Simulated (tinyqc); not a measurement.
Octagonal on-chip spiral inductor, lumped pi model: one step of the calculation.

Outer diameter do = di + 2 n wd + 2 (n - 1) sp, mean da = (do + di)/2, fill p = (do - di)/(do + di), length l = 3.314 n da. L = 2.25 mu0 n^2 da/(1 + 3.55 p), mu0 = 4 pi 1e-7 H/m. Rs = rho l/(wd delta (1 - exp(-th/delta))), delta = sqrt(rho/(pi f mu0)). Cs = n wd^2 eps0 eo/hu across the coil. At each end Cox = l wd eps0 eo/(2 ho) leads to the substrate branch Rsi = 2 rs he/(l wd) in parallel with Csi = l wd eps0 11.7/(2 he). With one end grounded Y = 1/(Rs + i w L) + i w Cs + 1/[1/(i w Cox) + 1/(1/Rsi + i w Csi)], w = 2 pi f; Q = -Im Y/Re Y. Eddy currents in neighbouring turns and in the substrate are left out.

Question. Geometry and model elements. do, l, L, delta, Rs, Cs, Cox, Rsi and Csi as defined.

Inputs (values chosen for the exercise); values of the order met in silicon radio-frequency processes: number of turns n = 2.5; line width wd = 20 um; space between turns sp = 3 um; inner diameter di = 40 um; metal thickness th = 0.9 um; metal resistivity rho = 3 uohm cm; oxide below the coil ho = 5.4 um; oxide between coil and underpass hu = 1.3 um; relative permittivity of the oxide eo = 3; substrate resistivity rs = 10 ohm cm; effective spreading depth in the substrate he = 50 um; frequency f = 6 GHz.

Constants: eps0 = 8.8541878128e-12 F/m. Results are converted to the units shown.

Find: do; l; L; delta; Rs; Cs; Cox; Rsi; Csi.

Answer.

do = 149.00 um
l = 782.93 um
L = 0.54800 nH
delta = 1.1254 um
Rs = 1.8955 ohm
Cs = 20.433 fF
Cox = 38.512 fF
Rsi = 638.62 ohm
Csi = 16.221 fF

Program tinyqc, `OMP_NUM_THREADS=1 python tinyqc.py 2302117 2302118 out.jsonl`; Intel Xeon 2.30GHz, shared host, one thread, about 0.01 s.
